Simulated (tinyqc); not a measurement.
Worked calculation: FCI on RHF in the 3-21g basis, for H3+, spin multiplicity 1. One step of it, computed by the program tinyqc.

Problem. Orthogonalisation. S = U s U^T; symmetric (Loewdin) form X = U s^(-1/2) U^T, so that X^T S X = 1.

overlap S, lower triangle:
```
          1H 1s     1H 2s     2H 1s     2H 2s     3H 1s     3H 2s
1H 1s  1.000000
1H 2s  0.645899  1.000000
2H 1s  0.186728  0.367452  1.000000
2H 2s  0.367452  0.710600  0.645899  1.000000
3H 1s  0.186728  0.367452  0.001748  0.067833  1.000000
3H 2s  0.367452  0.710600  0.067833  0.254977  0.645899  1.000000
```

Give: eigenvalues of S; X.

Solution.

eigenvalues of S: 0.0743  0.2799  0.4254  0.7770  1.4634  2.9801

X, lower triangle:
```
         1H 1s    1H 2s    2H 1s   2H 2s    3H 1s   3H 2s
1H 1s   1.2611
1H 2s  -0.5898   2.4458
2H 1s  -0.0154  -0.0004   1.2414
2H 2s   0.0732  -0.9148  -0.4774  1.7215
3H 1s  -0.0154  -0.0004  -0.0033  0.0420   1.2414
3H 2s   0.0732  -0.9148   0.0420  0.2493  -0.4774  1.7215
```
